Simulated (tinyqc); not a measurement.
Worked calculation: lattice vibrations of a chain. One step of it, computed by the program tinyqc.

Question. Dynamical matrix at q = 0.21. q is in units of 2 pi/a. A spring k from atom i to atom j, n cells on, adds k to Phi_ii and Phi_jj, -k exp(2 pi i q n) to Phi_ij and the conjugate to Phi_ji (for one atom a cell: 2k (1 - cos 2 pi q n)); D_ij = Phi_ij / sqrt(m_i m_j).

A chain moving along its axis:
```
atom,mass (u),spring to the next atom (eV/angstrom^2)
1,1.800000,16.500000
2,118.700000,11.400000
3,41.000000,18.700000
4,89.700000,3.800000
second neighbours,-,0.900000
```

Give: D(q).

Answer.

D(q) (eV/(angstrom^2 u)), lower triangle (Hermitian):
```
,1,2,3,4
1,12.2778
2,-1.1288,0.2502
3,-0.1308-0.1015i,-0.1634,0.7780
4,-0.0744-0.2897i,-0.0109-0.0084i,-0.3084,0.2709
```
